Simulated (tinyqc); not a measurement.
What moves the results: density of states of one tight-binding band on the simple cubic lattice. A value that a table varies takes the place of the one given here.

E(k) = -2 t (c1 + c2 + c3) - 4 t2 (c1 c2 + c2 c3 + c3 c1) with ci = cos(2 pi ki); k in fractions of the reciprocal vectors, mesh k_i = j/N with j = 0 .. N-1. Densities are per cell and per spin, so the band holds one state.

Each cube of the mesh, corners numbered 0 to 7 as the binary number (i j l), is cut into six tetrahedra around the diagonal 0-7: 0137, 0157, 0237, 0267, 0457, 0467. For corner energies e1 <= e2 <= e3 <= e4 and eij = ei - ej, the share of the tetrahedron below E is n = (E - e1)^3/(e21 e31 e41) for e1 < E < e2; n = [e21^2 + 3 e21 x + 3 x^2 - (e31 + e42) x^3/(e32 e42)]/(e31 e41) with x = E - e2 for e2 < E < e3; n = 1 - (e4 - E)^3/(e41 e42 e43) for e3 < E < e4; its density of states is g = dn/dE.

Gaussian broadening: g(E) = mean over the mesh of exp(-(E - E_k)^2/(2 sigma^2))/(sigma sqrt(2 pi)), n(E) = mean of erfc((E_k - E)/(sigma sqrt 2))/2.

Values chosen for the exercise: t = 2.45 eV (nearest hopping); t2 = 0 eV (second hopping); N2 = 8 (mesh points along each axis in this comparison); sigma = 1.225 eV (Gaussian width); E = -6.16 eV (energy at which the density is wanted).

## Three ways to the same curve

N = N2 here; the reference is the linear method with N = 36.

g(E) (1/eV):

| E (eV) | reference | linear tetrahedra | Gaussian, sigma | Gaussian, sigma/4 | reference n(E) |
|---|---|---|---|---|---|
| -12.027 | 0.012 | 0.012 | 0.013 | 0.025 | 0.021 |
| -9.354 | 0.021 | 0.021 | 0.022 | 0.006 | 0.065 |
| -6.681 | 0.034 | 0.033 | 0.035 | 0.052 | 0.138 |
| -4.008 | 0.059 | 0.063 | 0.059 | 0.033 | 0.265 |
| -1.336 | 0.058 | 0.061 | 0.056 | 0.060 | 0.422 |
| 1.337 | 0.058 | 0.061 | 0.056 | 0.060 | 0.578 |
| 4.010 | 0.059 | 0.063 | 0.059 | 0.033 | 0.735 |
| 6.683 | 0.034 | 0.033 | 0.035 | 0.052 | 0.862 |
| 9.355 | 0.021 | 0.021 | 0.022 | 0.006 | 0.935 |
| 12.028 | 0.012 | 0.012 | 0.013 | 0.025 | 0.979 |

Root-mean-square errors against the reference: 0.0025 for linear tetrahedra, 0.0013 for sigma and 0.0168 for sigma/4. The narrow Gaussian is worse than the wide one, because it resolves the separate mesh levels. The reference is highest at -4.008 and 4.010 eV of the energies listed, and half filling lies between -1.336 and 1.337 eV.

## Convergence with the mesh

At the energy E; the plain count is the share of mesh points below E; the reference is the linear method with N = 36.

Results:

| N | points | g linear | n linear | g Gaussian | n Gaussian | n plain count |
|---|---|---|---|---|---|---|
| 4 | 64 | 0.0387 | 0.1103 | 0.0453 | 0.1448 | 0.1094 |
| 6 | 216 | 0.0367 | 0.1354 | 0.0379 | 0.1611 | 0.1528 |
| 8 | 512 | 0.0364 | 0.1453 | 0.0374 | 0.1638 | 0.1699 |
| 12 | 1728 | 0.0379 | 0.1518 | 0.0399 | 0.1636 | 0.1626 |
| 16 | 4096 | 0.0373 | 0.1541 | 0.0401 | 0.1636 | 0.1565 |
| 20 | 8000 | 0.0377 | 0.1552 | 0.0401 | 0.1636 | 0.1584 |

reference n and g: 0.1565  0.0377

The linear n(E) stays within 0.002 of the reference from N = 20 on. The Gaussian g stays within 1 % of its last value from N = 12 on; it tends to the broadened curve, not the true one. At the last mesh it lies +0.002 1/eV from the reference g and the linear g 0.000. The plain count errs by +0.0019 at the last mesh.

## Critical points

The gradient vanishes at these points by symmetry; the signs of the eigenvalues of the second-derivative matrix give the type.

Critical points:

| point | k | E (eV) | positive | negative | type |
|---|---|---|---|---|---|
| Gamma | (0, 0, 0) | -14.7000 | 3 | 0 | minimum |
| X | (0.5, 0, 0) | -4.9000 | 2 | 1 | saddle |
| M | (0.5, 0.5, 0) | 4.9000 | 1 | 2 | saddle |
| R | (0.5, 0.5, 0.5) | 14.7000 | 0 | 3 | maximum |

Gamma is a minimum at -14.700 eV: its contribution to g starts as a square root. X is a saddle at -4.900 eV: g has a square-root kink there. M is a saddle at 4.900 eV: g has a square-root kink there. R is a maximum at 14.700 eV: its contribution to g ends as a square root.

## What moves the count of states

Linear method and Gaussian sum with N = 14. Each row changes one parameter from the base and keeps the others.

Results:

| case | n linear | g linear (1/eV) | n Gaussian | g Gaussian (1/eV) |
|---|---|---|---|---|
| base | 0.1531 | 0.0378 | 0.1636 | 0.0400 |
| t = 2.695 eV | 0.1757 | 0.0389 | 0.1862 | 0.0407 |
| E = -5.915 eV | 0.1626 | 0.0400 | 0.1737 | 0.0421 |
| sigma = 2.45 eV | 0.1531 | 0.0378 | 0.1786 | 0.0402 |
| t2 = 0.123 eV | 0.1551 | 0.0333 | 0.1638 | 0.0352 |

The largest shifts from the base row, up to three for each result and ties (the steps differ in size, so this ranks the rows, not the parameters). n linear: t +0.0226, E +0.0095, t2 +0.0020; unchanged at the printed digits by sigma. g linear (1/eV): t2 -0.0045, E +0.0022, t +0.0011; unchanged at the printed digits by sigma. n Gaussian: t +0.0226, sigma +0.0149, E +0.0101. g Gaussian (1/eV): t2 -0.0049, E +0.0020, t +0.0006.

(tinyqc, `OMP_NUM_THREADS=1 python tinyqc.py 1651304 1651305 out.jsonl`, Intel(R) Xeon(R) Processor @ 2.30GHz, 1 thread, shared host, about 0.2 s.)
